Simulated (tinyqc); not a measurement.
Electron-beam lithography: double-Gaussian proximity function, edge placement and dose correction for parallel lines: one step, computed by the program tinyqc.

Lines are infinitely long. Absorbed energy is counted so that the middle of a very large area written at dose 1 receives 1; the resist develops where it exceeds 1/2.

Problem. Dose correction. Uncorrected edge energies are M 1. Solve M d = 1/2 for the doses d that put the mean edge energy of every line at the threshold.

M:
```
           1          2          3          4          5
1  0.3055532  0.0006475  0.0002584  0.0399248  0.0709176
2  0.0006694  0.3055312  0.0002634  0.0414375  0.0791368
3  0.0006605  0.0006512  0.3051422  0.0420210  0.0838155
4  0.0006298  0.0006321  0.0002592  0.3469201  0.0909869
5  0.0004323  0.0004624  0.0001972  0.0343639  0.4064390
```

Give: edge energies at dose 1; corrected doses; largest over smallest dose.

Solution.

edge energies at dose 1: 1 0.41730, 2 0.42704, 3 0.43229, 4 0.43943, 5 0.44189

corrected doses: 1 1.2216, 2 1.1854, 3 1.1659, 4 1.1395, 5 1.1306

largest over smallest dose = 1.0804
